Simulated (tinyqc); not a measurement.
## Thermal resistances of a two-die stack

Problem. Heat leaves through the lower die only, and the system is linear. Find the resistance R1 from the lower die to the coolant, R2 between the dies, and the rise of the upper die when both are powered.

Parameters, values chosen for the exercise:
```
symbol,value,unit,meaning
P1,40,W,power of the lower die
P2,8.1,W,power of the upper die
```

rises of the lower and upper die with only the lower one powered (K): 9.6  9.6
rises of the lower and upper die with only the upper one powered (K): 1.944  5.751

Solution. With only the lower die powered no heat crosses R2, so both dies rise by P1 R1; the difference in the second test is P2 R2; rises add.

R1 = 0.2400 K/W
R2 = 0.4700 K/W
rise of the upper die = 15.35 K

Numbers from tinyqc (`OMP_NUM_THREADS=1 python tinyqc.py 2162005 2162006 out.jsonl`; about 0.03 s on one thread of a shared Intel Xeon 2.30GHz).
